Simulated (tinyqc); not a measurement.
From Debye to Thomas-Fermi: static screening by free carriers.

kF = (3 pi^2 n/Mv)^(1/3), EF = c kF^2/m with c = hbar^2/2m0, n in 1/angstrom^3 (1e-24 per 1/cm^3), e2 = e^2/(4 pi eps0). Thomas-Fermi: qTF^2 = 6 pi e2 n/(eps EF). Debye: qD^2 = 4 pi e2 n/(eps kB T).

F_j(eta) = (1/Gamma(j + 1)) integral_0^infinity x^j dx/(1 + exp(x - eta)), which tends to exp(eta) for eta << 0.

At finite T: qs^2 = qD^2 F_-1/2(eta)/F_1/2(eta), where n = Mv N F_1/2(eta) and N = 2 (m kB T/(4 pi c))^(3/2) with c = hbar^2/2m0, in 1/angstrom^3; times 1e24 for 1/cm^3.

Constants: hbar^2/2m0 = 3.80998211 eV angstrom^2; e^2/(4 pi eps0) = 14.39964547 eV angstrom; kB = 8.617333262e-05 eV/K.

Parameters, chosen for this exercise (near those of Si; shifted at random, so the results belong to these values and not to a real crystal): m = 0.3219 m0 (mass of one isotropic valley); Mv = 6 (valleys); eps = 11.4 (background dielectric constant); T = 300 K.

Screening lengths (angstrom):
```
n (1/cm^3)    eta   Debye  Thomas-Fermi  finite T
8.0e+16     -5.84   142.7         18.29     142.8
5.0e+17     -4.00   57.07         13.47     57.26
3.0e+18     -2.18   23.30         9.995     23.74
1.0e+19     -0.88   12.76         8.178     13.55
1.0e+20      2.52   4.036         5.572     5.950
5.0e+20      8.26   1.805         4.261     4.288
2.0e+21     21.03  0.9024         3.382     3.385
```

Give the missing row, n (1/cm^3) = 4.0e+19.

Computed row:
```
n (1/cm^3)   eta  Debye  Thomas-Fermi  finite T
4.0e+19     0.88  6.381         6.491     7.801
```

Debye is within 5 % of the finite-T length up to 3e+18 1/cm^3 of the densities listed and Thomas-Fermi from 5e+20 on. The length goes as n^-0.50 at the low end and n^-0.17 at the high end, against the limits -1/2 and -1/6. Both limits give too short a length.

tinyqc: `OMP_NUM_THREADS=1 python tinyqc.py 1651124 1651125 out.jsonl`; about 0.01 s, one thread, shared Intel(R) Xeon(R) Processor @ 2.30GHz.
